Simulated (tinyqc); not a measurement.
## Dose and depth of a threshold implant

Problem. A sheet of D acceptors per cm^2 lies at depth xi inside the depleted layer of a body doped Na. In the depletion approximation VT = Vfb + f2 + q D/Cox + gamma sqrt(f2 + Vsb - q D xi/(eps0 eps_r)), gamma = sqrt(2 eps0 eps_r q Na)/Cox, Cox = eps0 eox/tox. Find gamma, D and xi.

Parameters, values chosen for the exercise; band and dielectric values close to those of silicon: relative permittivity eps_r = 11.7; acceptor density deep in the body Na = 2.8e17 cm^-3; relative permittivity of the gate insulator (close to silicon dioxide) eox = 3.9; insulator thickness tox = 2.2 nm; flat-band voltage Vfb = -0.93 V; band bending 2 phiF at threshold f2 = 0.863 V.

Constants: q = 1.602176634e-19 C, eps0 = 8.8541878128e-14 F/cm where lengths are in cm. Results are converted to the units shown.

VT against the source at Vsb = 0 and 2.3 V (V): 0.16442052  0.33701825

Solution. With y^2 = f2 - q D xi/(eps0 eps_r) and d the difference of the thresholds over gamma, sqrt(y^2 + Vsb) - y = d gives y = (Vsb - d^2)/(2 d). The first threshold then gives D, and y^2 gives xi.

gamma = 0.1942 V^0.5
D = 6.500e11 cm^-2
xi = 14.00 nm

Program tinyqc, `OMP_NUM_THREADS=1 python tinyqc.py 2080074 2080075 out.jsonl`; Intel Xeon 2.30GHz, shared host, one thread, about 0.3 s.
